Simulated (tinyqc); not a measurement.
# Trench capacitor in an array: capacitance, non-linearity, leakage and relaxation: several studies

A film between two metal electrodes, each interface adding a series capacitance ci. The small-signal permittivity is ek (1 + aq E^2); the field is found with the linear permittivity. Leakage J = J0 sinh(E/Ef). After a voltage step the film passes a relaxation current kr C V tt^(-nr), tt being the time in seconds. The sidewall is a coaxial capacitor with radii a = dm/2 - t and b = dm/2, depth AR dm; the end face is left out.

Parameters, values chosen for the exercise; permittivity of the order of that of titanium dioxide:
```
symbol,value,unit,meaning
ek,77.5,,relative permittivity of the film
t,9.2,nm,film thickness
ci,260,uF/cm^2,capacitance of each electrode interface (dead layer and screening)
aq,0.033,cm^2/MV^2,quadratic field coefficient of the permittivity
V,2.1,V,bias
nr,0.923,,exponent of the relaxation current
kr,0.00064,,strength of the relaxation
J0,5.1e-10,A/cm^2,leakage prefactor
Ef,0.19,MV/cm,field for an e-fold rise of the leakage
AR,20,,"aspect ratio, depth over diameter"
pt,170,nm,pitch of the square array
rho,140,uohm cm,resistivity of the inner electrode
t0,2e-8,s,duration of the write pulse
```

Constants: eps0 = 8.8541878128e-14 F/cm where lengths are in cm. Results are converted to the units shown.

Each table varies one quantity; the others keep the values above.

## Capacitance, non-linearity and leakage against thickness

Planar film: Cf = eps0 ek/t, 1/C = 1/Cf + 2/ci, EOT = 3.9 eps0/C, effective permittivity C t/eps0, E = (V/t) C/Cf; quadratic coefficient [C(V)/C - 1]/V^2 with Cf (1 + aq E^2) in C(V).

Capacitance, non-linearity and leakage against thickness:
```
t (nm)  C (uF/cm^2)  EOT (nm)  effective permittivity  E (MV/cm)  quadratic coefficient (ppm/V^2)  J (A/cm^2)
7.7           8.340    0.4140                   72.53      2.552                          4.500e4    1.740e-4
10            6.518    0.5298                   73.61      1.995                          2.810e4    9.246e-6
13            5.072    0.6808                   74.48      1.552                          1.728e4    9.013e-7
17            3.915    0.8820                   75.17      1.198                          1.040e4    1.397e-7
21            3.187     1.083                   75.60     0.9755                             6941    4.328e-8
28            2.405     1.436                   76.07     0.7361                             3979    1.227e-8
36            1.879     1.838                   76.38     0.5749                             2437    5.243e-9
46            1.475     2.341                   76.62     0.4513                             1507    2.719e-9
60            1.134     3.046                   76.82     0.3469                            892.9    1.542e-9
```

C falls from 8.34 to 1.13 uF/cm^2 while the effective permittivity goes from 72.5 to 76.8 (ek = 77.5). EOT is a straight line in t with slope 3.9/ek = 0.0503 and intercept 0.0266 nm. The quadratic coefficient goes as t^(-1.80) between the first two rows and t^(-1.97) between the last two (-2 without interfaces), and J falls by 5.05 decades.

## Cell against the diameter of the hole

Per length 1/c = ln(b/a)/(2 pi eps0 ek) + (1/a + 1/b)/(2 pi ci); cell capacitance c AR dm; per footprint over pt^2; fields c V/(2 pi eps0 ek r) at r = a and b; resistance of the inner electrode rho AR dm/(pi a^2); time constant R C/3 of the distributed line. The pitch is scaled as pt dm/(89 nm).

Cell against the diameter of the hole:
```
dm (nm)  cell capacitance (fF)  per footprint (uF/cm^2)  field at a (MV/cm)  field at b (MV/cm)  R (kohm)  R C/3 (ps)
24                      1.3169                   62.662              4.7724              1.1136    27.284      11.976
32                      3.0290                   81.075              3.3900              1.4408    6.1679      6.2276
43                      6.2614                   92.814              2.8831              1.6494    2.5332      5.2871
57                      11.909                   100.46              2.6363              1.7853    1.3639      5.4139
77                      22.980                   106.23              2.4806              1.8878   0.79940      6.1234
100                     40.091                   109.88              2.3930              1.9527   0.53541      7.1550
140                     81.013                   113.29              2.3178              2.0132   0.33754      9.1151
180                     136.12                   115.14              2.2792              2.0462   0.24573      11.149
```

Read the table: what changes, and by how much?

As dm goes from 24 to 180, the cell capacitance rises from 1.32 to 136 fF, the capacitance per footprint rises from 62.7 to 115 uF/cm^2, the ratio of the two fields falls from 4.29 to 1.11 and R C/3 goes from 12.0 through a minimum of 5.29 (at dm = 43 among the rows listed) to 11.1 ps; the time constant goes as dm^(-2.27) between the first two rows and dm^(0.80) between the last two.

## Charge lost after writing

Planar film: Cf = eps0 ek/t, 1/C = 1/Cf + 2/ci, EOT = 3.9 eps0/C, effective permittivity C t/eps0, E = (V/t) C/Cf. A capacitor written for t0 and then left open loses, as a share of C V, kr (tt^(1 - nr) - t0^(1 - nr))/(1 - nr) by relaxation and J tt/(C V) by leakage; both are taken as small, and rows far outside that range are left out.

The same in every row: leakage current (nA/cm^2) = 2.192e4.

Charge lost after writing:
```
tt (s)  relaxation current (nA/cm^2)  loss by relaxation (%)  loss by leakage (%)  total loss (%)
1e-6                         3.272e6                 0.07461             1.480e-4         0.07476
1e-5                         3.907e5                  0.1303             0.001480          0.1317
0.0001                       4.665e4                  0.1967              0.01480          0.2115
0.001                           5570                  0.2760               0.1480          0.4240
0.01                           665.0                  0.3708                1.480           1.851
```

The two currents are equal at tt = 2.27e-4 s. The loss by relaxation grows from 0.0746 to 0.371 %, by 0.0556 points over the first decade and 0.0947 over the last, while the loss by leakage grows tenfold a decade. Leakage is the larger loss for tt = 0.01 s. For tt = 0.01 the falling voltage would already cut the leakage, so the linear estimate overstates the loss.

tinyqc, about 0.01 s, one thread, Intel Xeon 2.30GHz (shared host): `OMP_NUM_THREADS=1 python tinyqc.py 2102204 2102205 out.jsonl`
